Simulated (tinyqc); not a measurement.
# Bloch-Grueneisen resistivity of a metal, step by step

A worked calculation. Computed by tinyqc, a small Python program that keeps every step. Command: `OMP_NUM_THREADS=1 python tinyqc.py 3008353 3008354 out.jsonl bg walk`. One thread of a shared host (Intel(R) Xeon(R) Processor @ 2.30GHz), about 0.01 s of CPU time with the checks. Intermediate numbers are printed to about 5 digits and carried at full precision; extremes and crossings named in words are read from the listed rows.

Electrons scatter from a Debye spectrum of phonons (n = 5 for scattering within one band, n = 3 for scattering into a second, heavy band) and from static defects.

Inputs (values chosen for the exercise, modelled on cobalt):
```
quantity                      value         unit
exponent n                        3            -
Debye temperature Theta         415            K
transport coupling lambda_tr   0.27            -
Drude plasma energy hbar w_p    6.8           eV
residual resistivity rho_0     0.23  microohm cm
temperature T                   400            K
saturation resistivity          140  microohm cm
```

Addition: saturation.

Constants: k_B = 1.380649e-23 J/K; hbar = 1.054571817e-34 J s; eps_0 = 8.8541878128e-12 F/m; hbar = 6.582119569e-16 eV s; k_B = 8.617333262e-05 eV/K.

## Scale of the phonon resistivity

rho_ph = (n - 1) rho_1 (T/Theta)^n J_n(Theta/T), with rho_1 = 2 pi lambda_tr k_B Theta/(hbar eps_0 w_p^2), the high-temperature line at T = Theta.

rho_1 = 9.7536 microohm cm

## The integral and the phonon part

J_n(y) = int_0^y x^n e^x/(e^x - 1)^2 dx, by 96 Gauss-Legendre points (upper limit at most 60).

Theta/T = 1.0375

J_n = 0.51490

phonon resistivity rho_ph = 8.9941 microohm cm

This is 95.7 % of the straight line rho_1 T/Theta.

## Total resistivity and derived numbers

Parallel-resistor saturation: 1/rho = 1/(rho_0 + rho_ph) + 1/rho_sat. Temperature coefficient (1/rho) d rho/dT by a central difference of +/- 0.5 K; residual ratio rho(295 K)/rho(4.2 K); scattering time tau = 1/(eps_0 w_p^2 rho); Wiedemann-Franz kappa = L_0 T/rho, L_0 = (pi^2/3)(k_B/e)^2.

resistivity rho = 8.6539 microohm cm

temperature coefficient = 2.4867 1e-3/K

residual resistance ratio = 27.539

scattering time = 12.228 fs

Wiedemann-Franz conductivity = 112.92 W/(m K)

The coefficient is 0.995 times 1/T. Caution: scattering from magnetic disorder, left out here, raises the resistivity of this ferromagnet well above the phonon value.

## Limits of the phonon part

Low T: (n - 1) n! zeta(n) rho_1 (T/Theta)^n. High T: rho_1 (T/Theta) [1 - (n - 1)/(12 (n + 1)) (Theta/T)^2].

Resistivities (microohm cm):
```
T (K)      rho_ph   low-T law  straight line  line with correction  total rho
12     3.4015e-03  3.4015e-03          0.282                     -      0.233
21     1.8230e-02  1.8230e-02          0.494                     -      0.248
33     7.0654e-02  7.0740e-02          0.776                     -      0.300
50     2.3898e-01  2.4606e-01          1.175                     -      0.467
83     8.7617e-01  1.1255e+00          1.951                     -      1.097
150    2.6341e+00  6.6435e+00          3.525                 2.401      2.807
210    4.2260e+00  1.8230e+01          4.936                 4.132      4.319
330    7.2705e+00  7.0740e+01          7.756                 7.245      7.119
500    1.1422e+01  2.4606e+02         11.751                11.414     10.756
830    1.9306e+01  1.1255e+03         19.507                19.304     17.143
```

The low-T law holds to 10 % up to 50 K, the straight line from 330 K on. The local exponent of rho_ph falls from 3.00 to 1.04. Phonons overtake the residual resistivity between 33.0 and 50.0 K. Saturation lowers the last total by 12.2 %.

Checks made by the program: J_n at large argument against n! zeta(n) (relative difference below 1e-10).
